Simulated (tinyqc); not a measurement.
Changing the doping N: current of a Schottky diode by thermionic-emission-diffusion theory, and its read-back from I-V-T and C-V data. Computed by tinyqc, a small Python program. Command: `OMP_NUM_THREADS=1 python tinyqc.py 3010341 3010342 out.jsonl schottky sweep`. One thread of a shared host (Intel(R) Xeon(R) Processor @ 2.30GHz), about 0.01 s of CPU time with the checks.

Full ionisation, no tunnelling, no recombination current. V is the voltage across the junction itself, forward positive.

Inputs (values chosen for the exercise, modelled on n-type GaAs):
```
quantity                                     value           unit
Richardson constant A*                         7.9   A/(cm^2 K^2)
effective density of states at 300 K, N_c  4.7e+17         1/cm^3
permittivity eps                              12.9              -
mobility mu                                   5700     cm^2/(V s)
barrier without image force phi_0 (mean)     0.877             eV
series resistance R_s                         0.48  milliohm cm^2
junction voltage V                            0.42              V
temperature T                                  350              K
standard deviation sigma                        68            meV
relative change of sigma^2 with bias, rho      0.7            1/V
```

Barrier: Gaussian spread of heights.

Constants: k_B = 8.617333262e-05 eV/K; e = 1.602176634e-19 C; eps_0 = 8.8541878128e-12 F/m.

Method:
- N_c(T) = N_c (T/300 K)^(3/2); V_bi = phi_0 - (k_B T/e) ln(N_c(T)/N); surface field F = sqrt(2 e N (V_bi - V - k_B T/e)/(eps eps_0)); image lowering d_phi = sqrt(e F/(4 pi eps eps_0)); effective barrier phi = phi_0 - d_phi - sigma^2 (1 - rho V)/(2 k_B T).
- Collection velocity v_R = A* T^2/(e N_c(T)); diffusion velocity v_D = mu F; J = e N_c(T) v_R/(1 + v_R/v_D) exp(-phi/k_B T) [exp(e V/k_B T) - 1].
- Terminal voltage V + J R_s.
- Ideality n = (e/k_B T)/(d ln J/dV) by a central difference of +/- 1 mV; J_0 = J exp(-e V/(n k_B T)); apparent barrier phi_IV = k_B T ln(A* T^2/J_0); a C-V plot gives phi_CV = phi_0, the mean without lowering.

One run for each value:
```
doping N (1/cm^3)  ideality factor n  image lowering (meV)  current density J (A/cm^2)  v_D (cm/s)
1.00e+14                      1.1144                 4.900                      0.9821  1.2258e+07
2.40e+14                      1.0967                 6.329                      1.2589  2.0454e+07
1.30e+15                      1.0801                10.243                      1.8044  5.3572e+07
3.10e+15                      1.0773                13.059                      2.1110  8.7089e+07
7.20e+15                      1.0767                16.491                      2.4616  1.3887e+08
1.70e+16                      1.0776                20.878                      2.9222  2.2259e+08
4.00e+16                      1.0799                26.365                      3.5634  3.5495e+08
9.40e+16                      1.0831                33.235                      4.5219  5.6405e+08
```

Give the missing row, doping N (1/cm^3) = 5.50e+14.

Computed row:
```
doping N (1/cm^3)  ideality factor n  image lowering (meV)  current density J (A/cm^2)  v_D (cm/s)
5.50e+14                      1.0863                 8.030                      1.5240  3.2927e+07
```

Interpolating between the two neighbouring rows (the first column on a logarithmic scale, the others too where they are positive) misses most in current density J (A/cm^2), by 1.4 %. Over the rows, ideality factor n goes from 1.11 through a minimum among these rows, 1.08 at 7.20e15, to 1.08; image lowering (meV) rises from 4.90 to 33.2 (exponent d ln y / d ln x 0.29 between the first rows and 0.27 between the last); current density J (A/cm^2) rises from 0.982 to 4.52 (exponent d ln y / d ln x between 0.18 and 0.28). The exponent of image lowering stays between 0.27 and 0.29, near 0.25: F grows as N^(1/2) and the lowering as F^(1/2). Tunnelling, left out, adds to n at the high end.

Extremes, crossings and ranges named in words are read from the listed rows.
